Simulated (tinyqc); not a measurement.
Planar ballistic transistor, top-of-the-barrier model: transfer curve.

At the top of the source barrier, states moving towards the drain are filled by the source (Fermi level 0) and states moving back by the drain (Fermi level -q Vd); nothing scatters. U is the shift of the band edge there, set by the capacitances CG, CD and CS (the total) and by the charge. Parabolic two-dimensional band; the source is grounded.

N0 = gv m kB T/(pi hbar^2), CG = eps0 eox/tox, vT = sqrt(2 kB T/(pi m)), CS = CG/aG, n0 = n at U = 0 and Vd = 0. eta1 = -(E0 + U)/Vt, eta2 = eta1 - Vd/Vt, n = (N0/2)[F_0(eta1) + F_0(eta2)], F_0(x) = ln(1 + exp x). U = UL + q (n - n0)/CS with UL = -(aG Vg + aD Vd), energies in eV. I = q (N0/2) vT [F_(1/2)(eta1) - F_(1/2)(eta2)] per width, F_(1/2)(x) = (2/sqrt(pi)) int_0^infinity u^(1/2)/(1 + exp(u - x)) du. CQ = (q/Vt) dn/d(eta1).

Inputs (values chosen for the exercise); mass and valleys close to those of a monolayer dichalcogenide:
```
symbol  value  unit                                                                 meaning
T         300     K                                                             temperature
m        0.49    m0                                                          effective mass
gv          2                                                             valley degeneracy
eox        22                                   relative permittivity of the gate insulator
tox       3.1    nm                                                     insulator thickness
aG       0.77                                                            gate control CG/CS
aD      0.051                                                           drain control CD/CS
E0       0.32    eV  band edge at the barrier top above the source Fermi level at zero bias
Vd        0.2     V                                                           drain voltage
```

Constants: q = 1.602176634e-19 C, kB = 1.380649e-23 J/K, hbar = 1.054571817e-34 J s, m0 = 9.1093837015e-31 kg, Vt = kB T/q, eps0 = 8.8541878128e-14 F/cm where lengths are in cm. Results are converted to the units shown.

Transfer curve:
```
Vg (V)     eta1  n (cm^-2)  I (uA/um)  mean velocity I/(q n) (cm/s)     CQ/CS
0        -11.98    3.306e7   0.004068                       7.679e6  2.511e-5
0.1      -9.006    6.497e8    0.07993                       7.679e6  4.933e-4
0.2      -6.036   1.264e10      1.556                       7.682e6  0.009589
0.3      -3.208   2.100e11      25.98                       7.724e6    0.1563
0.4      -1.163   1.440e12      184.3                       7.987e6    0.9575
0.5     0.04012   3.777e12      514.3                       8.498e6     2.051
0.6      0.8988   6.569e12      959.8                       9.120e6     2.860
0.7       1.620   9.541e12       1496                       9.788e6     3.364
0.8       2.279   1.260e13       2113                       1.047e7     3.662
```

What does the comparison show?

The current rises from 0.00407 to 2110 uA/um. Between the first two rows the swing is 77.3 mV a decade, against Vt ln 10/aG = 77.3. CQ/CS goes from 2.5e-5 to 3.7, so a volt on the gate moves the band edge by 0.77 eV in the first row and 0.17 eV in the last: the gate charge is limited by the insulator. The mean velocity rises from 7.68e6 to 1.05e7 cm/s.

tinyqc, about 0.02 s, one thread, Intel Xeon 2.30GHz (shared host): `OMP_NUM_THREADS=1 python tinyqc.py 2400174 2400175 out.jsonl`
